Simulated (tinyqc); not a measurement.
Worked calculation: Luttinger-Kohn k.p, four valence bands. One step of it, computed by the program tinyqc.

Task: Levels at k. Diagonalise the Hermitian matrix.

H(k) at k (eV), lower triangle (Hermitian):
```
                      3/2                  1/2                 -1/2      -3/2
3/2              0.072958
1/2    0.019762-0.012888i             0.062338
-1/2  -0.007724+0.021173i             0.000000             0.062338
-3/2             0.000000  -0.007724+0.021173i  -0.019762+0.012888i  0.072958
```

Give: eigenvalues.

Result:

eigenvalues (eV): 0.0346  0.0346  0.1007  0.1007
